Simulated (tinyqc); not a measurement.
Ideality from Voc and Vmp.

Question. An ideal cell J = Jsc - J0 (exp(V/(n Vt)) - 1) has exp((Voc - Vmp)/(n Vt)) = 1 + Vmp/(n Vt) at maximum power. Find n, J0 and FF.

Inputs (values chosen for the exercise): temperature T = 298.15 K.

Constants: q = 1.602176634e-19 C, kB = 1.380649e-23 J/K, Vt = kB T/q. Results are converted to the units shown.

Jsc = 29.5 mA/cm^2
Voc = 1.0008090 V
Vmp = 0.87015175 V

Solution. With a = n Vt, a ln(1 + Vmp/a) rises steadily with a, so Voc - Vmp fixes it; J0 follows from Voc.

n = 1.66
J0 = 1.90e-12 A/cm^2
FF = 0.829

Numbers from tinyqc (`OMP_NUM_THREADS=1 python tinyqc.py 2280029 2280030 out.jsonl`; about 0.01 s on one thread of a shared Intel Xeon 2.30GHz).
